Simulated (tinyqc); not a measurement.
## Donor binding, ionisation and the Mott limit: Freeze-out

Hydrogenic donor: Ry = (m0 q^3/(8 eps0^2 h^2)) me/eps_r^2 in eV, E0 = cc Ry, radius a = q/(8 pi eps0 eps_r E0), Mott density Nm = (0.26/a)^3. Below Nm the level sinks as Ed = E0 [1 - (N/Nm)^(1/3)]. Neutrality: Nc F12(eta) = N/(1 + 2 exp(eta + Ed/kB T)), F12(x) = (2/sqrt(pi)) int_0^infinity sqrt(u)/(1 + exp(u - x)) du.

Nc is given at 300 K and scales as T^1.5.

Parameters, values chosen for the exercise; band and dielectric values close to those of silicon:

| symbol | value | unit | meaning |
|---|---|---|---|
| eps_r | 11.6 |  | relative permittivity |
| me | 0.261 | m0 | mass in the hydrogenic formula, set independently of Nc |
| Nc | 2.79e19 | cm^-3 | conduction-band density of states at 300 K |
| cc | 1 |  | ratio of the true binding energy to the hydrogenic one |
| N | 1.9e16 | cm^-3 | donor density |

Constants: q = 1.602176634e-19 C, kB = 1.380649e-23 J/K, eps0 = 8.8541878128e-12 F/m, h = 6.62607015e-34 J s, m0 = 9.1093837015e-31 kg, Vt = kB T/q. Results are converted to the units shown.

Results:

| T (K) | eta | n (cm^-3) | ionised (%) | ln(n/T^0.75) |
|---|---|---|---|---|
| 30 | -6.187 | 1.812e15 | 9.536 | 32.58 |
| 45 | -5.395 | 7.347e15 | 38.67 | 33.68 |
| 60 | -5.276 | 1.274e16 | 67.05 | 34.01 |
| 110 | -5.833 | 1.812e16 | 95.38 | 33.91 |
| 150 | -6.269 | 1.867e16 | 98.25 | 33.71 |
| 220 | -6.833 | 1.888e16 | 99.38 | 33.43 |
| 300 | -7.295 | 1.894e16 | 99.71 | 33.20 |
| 400 | -7.725 | 1.897e16 | 99.84 | 32.99 |

Estimate the missing row, T = 80 K.

Computed row:

| T (K) | eta | n (cm^-3) | ionised (%) | ln(n/T^0.75) |
|---|---|---|---|---|
| 80 | -5.453 | 1.643e16 | 86.48 | 34.05 |

With this row back in the table: The ionised share rises from 9.54 to 99.8 %. Between the first two rows ln(n/T^0.75) has the slope -8.50 meV against q/kB T; deep freeze-out without compensation gives -Ed/2 = -10.0 meV, a limit that these rows do not reach, since a large share is already ionised.

Range of the model: A sharp level with degeneracy 2 overstates freeze-out near Nm, where the impurity band broadens and merges with the conduction band.

Program tinyqc, `OMP_NUM_THREADS=1 python tinyqc.py 2330051 2330052 out.jsonl`; Intel Xeon 2.30GHz, shared host, one thread, about 0.01 s.
